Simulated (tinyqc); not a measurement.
# Changing the dopant density N_d

Model: defect equilibria of an oxide against oxygen pressure (mass action). Computed by tinyqc, a small Python program. Command: `OMP_NUM_THREADS=1 python tinyqc.py 3031967 3031968 out.jsonl brouwer sweep`. One thread of a shared host (Intel(R) Xeon(R) Processor @ 2.30GHz), about 0.02 s of CPU time with the checks.

Defects: oxygen vacancies V (charge +2), electrons n, holes p, the ionic partner X = V_M'' (charge -2), and the dopant. Activities are taken equal to concentrations.

Inputs (values chosen for the exercise, for a model oxide):
```
quantity,value,unit
reduction enthalpy H_r,3.91,eV
prefactor K_r0,7.1e+68,cm^-9 atm^(1/2)
gap E_g,3.49,eV
prefactor N_c N_v,3.8e+40,cm^-6
disorder enthalpy H_s,3.2,eV
prefactor K_s0,7.7e+44,cm^-6
temperature T,1300,K
oxygen pressure P,0.0003,atm
electron mobility mu_n,0.1,cm^2/(V s)
hole mobility mu_p,0.079,cm^2/(V s)
vacancy diffusion prefactor D_0,0.005,cm^2/s
vacancy migration energy E_m,1.1,eV
```

Ionic disorder: Schottky, oxide MO. Dopant (singly charged, fully ionised): donor.

Constants: k_B = 8.617333262e-05 eV/K; e = 1.602176634e-19 C.

Method:
- K_r = K_r0 exp(-H_r/k_B T) = [V] n^2 P^(1/2); K_i = N_c N_v exp(-E_g/k_B T) = n p; K_s = K_s0 exp(-H_s/k_B T) = [X] [V].
- Neutrality: 2 [V] + p + N_d = n + 2 [X]. With n as the unknown, [V] = K_r/(n^2 P^(1/2)), p = K_i/n, [X] = K_s/[V]; the log ratio is ln(positive/negative).
- The root is found by 60 bisections in ln n between n = 1e-10 and 1e25 cm^-3.
- sigma_n = e n mu_n, sigma_p = e p mu_p, sigma_ion = 2 e [V] mu_V with mu_V = 2 e D/(k_B T) and D = D_0 exp(-E_m/k_B T); only the oxygen vacancies carry ionic current, and the ionic transport number is sigma_ion over the total.

One run for each value:
```
dopant density N_d (cm^-3),n (cm^-3),[V] (cm^-3),p (cm^-3),[X] (cm^-3),ionic transport number
1.00e+15,3.8480e+18,1.9237e+18,2.9153e+08,1.5731e+14,4.8546e-05
6.00e+15,3.8497e+18,1.9220e+18,2.9140e+08,1.5745e+14,4.8483e-05
3.00e+16,3.8577e+18,1.9140e+18,2.9080e+08,1.5810e+14,4.8182e-05
2.00e+17,3.9155e+18,1.8579e+18,2.8650e+08,1.6288e+14,4.6079e-05
1.00e+18,4.2115e+18,1.6059e+18,2.6637e+08,1.8843e+14,3.7031e-05
6.00e+18,7.1220e+18,5.6155e+17,1.5751e+08,5.3888e+14,7.6572e-06
3.00e+19,3.0044e+19,3.1556e+16,3.7339e+07,9.5896e+15,1.0200e-07
2.00e+20,1.9916e+20,7.1812e+14,5.6327e+06,4.2139e+17,3.5017e-10
1.00e+21,9.7961e+20,2.9682e+13,1.1452e+06,1.0195e+19,2.9425e-12
```

Describe and explain the trends.

Over the rows, n (cm^-3) rises from 3.85e18 to 9.80e20 (exponent d ln y / d ln x 2.4e-4 between the first rows and 0.99 between the last); [V] (cm^-3) falls from 1.92e18 to 2.97e13 (exponent d ln y / d ln x -4.8e-4 between the first rows and -2.0 between the last); p (cm^-3) falls from 2.92e8 to 1.15e6 (exponent d ln y / d ln x -2.4e-4 between the first rows and -0.99 between the last). At the high end the exponent of [V] is -1.98, close to -2: donors fix n, and [V] falls as 1/n^2. The largest terms of the neutrality condition are 2 [V] = n from row 1; N_d = n from row 6.

Caution (rows 2.00e20, 1.00e21): the carrier density is near sqrt(N_c N_v), where the carriers are degenerate and n p = K_i fails. Caution (rows 2.00e20, 1.00e21): X far outnumbers the oxygen vacancies, so the ionic conductivity given leaves out the majority ionic defect. Caution (rows 1.00e21): one of n, p, [V] and [X] is above 2e20 cm^-3, near 1 % of the sites of a usual oxide, where defects associate and the ideal mass-action laws fail.

Extremes, crossings and ranges named in words are read from the listed rows.
